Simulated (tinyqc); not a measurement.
Inside a calculation. Method: sp3 tight binding, zinc-blende lattice. One step of it, computed by the program tinyqc.

Problem. Bloch Hamiltonian at L. Slater-Koster rules over the four bonds with direction cosines (l, m, n): ss V_ss; s-px l V_sp; px-s -l V_sp; px-px l^2 V_pps + (1 - l^2) V_ppp; px-py l m (V_pps - V_ppp); each times exp(i k.d).

Parameters chosen for this model: zinc-blende lattice, anion at 0, cation at a/4 (1,1,1); V = eta hbar^2 / (m d^2), hbar^2/m = 7.619964 eV angstrom^2:

| parameter | value | unit |
|---|---|---|
| a | 4.910000 | angstrom |
| d | 2.126092 | angstrom |
| Es anion | -14.900000 | eV |
| Ep anion | -6.160000 | eV |
| Es cation | -14.900000 | eV |
| Ep cation | -6.160000 | eV |
| eta ss | -1.400000 |  |
| eta sp | 1.840000 |  |
| eta pp sigma | 3.240000 |  |
| eta pp pi | -0.810000 |  |
| V ss | -2.360026 | eV |
| V sp | 3.101748 | eV |
| V pp sigma | 5.461773 | eV |
| V pp pi | -1.365443 | eV |

k point L (2 pi / a): 0.500000  0.500000  0.500000

Give: H(k) at L.

Solution.

H(k) at L (eV), lower triangle (Hermitian):
```
                  a s             a px             a py             a pz
a s          -14.9000
a px           0.0000          -6.1600
a py           0.0000           0.0000          -6.1600
a pz           0.0000           0.0000           0.0000          -6.1600
c s   -3.3376-3.3376i   2.5326+2.5326i   2.5326+2.5326i   2.5326+2.5326i
c px  -2.5326-2.5326i   1.2874+1.2874i  -3.2184-3.2184i  -3.2184-3.2184i
c py  -2.5326-2.5326i  -3.2184-3.2184i   1.2874+1.2874i  -3.2184-3.2184i
c pz  -2.5326-2.5326i  -3.2184-3.2184i  -3.2184-3.2184i   1.2874+1.2874i

           c s     c px     c py     c pz
c s   -14.9000
c px    0.0000  -6.1600
c py    0.0000   0.0000  -6.1600
c pz    0.0000   0.0000   0.0000  -6.1600
```
